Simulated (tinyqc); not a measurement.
## Film and buried-oxide thickness from two coupling ratios

Inverse problem. In a depleted film -dVT/dVb is k1 = Cs Cbox/(Cox (Cs + Cbox)) for a front channel and k2 = Cbox (Cox + Cs)/(Cox Cs) for a back channel, with Cox = eps0 eox/tox, Cs = eps0 eps_r/ts, Cbox = 3.9 eps0/tb. Find ts and tb.

Parameters, values chosen for the exercise; band and dielectric values close to those of silicon:

| symbol | value | unit | meaning |
|---|---|---|---|
| eps_r | 11.8 |  | relative permittivity |
| eox | 3.9 |  | relative permittivity of the gate insulator (close to silicon dioxide) |
| tox | 1.5 | nm | insulator thickness |

coupling ratios for a front and a back channel: 0.014710771  0.055776548

Solution. With y = Cox/Cs and z = Cox/Cbox, 1/k1 = y + z and k2 = (1 + y)/z, so y = (k2/k1 - 1)/(1 + k2); the thicknesses follow from y and z.

ts = 12.0 nm
tb = 98.0 nm

Program tinyqc, `OMP_NUM_THREADS=1 python tinyqc.py 2190024 2190025 out.jsonl`; Intel Xeon 2.30GHz, shared host, one thread, about 0.3 s.
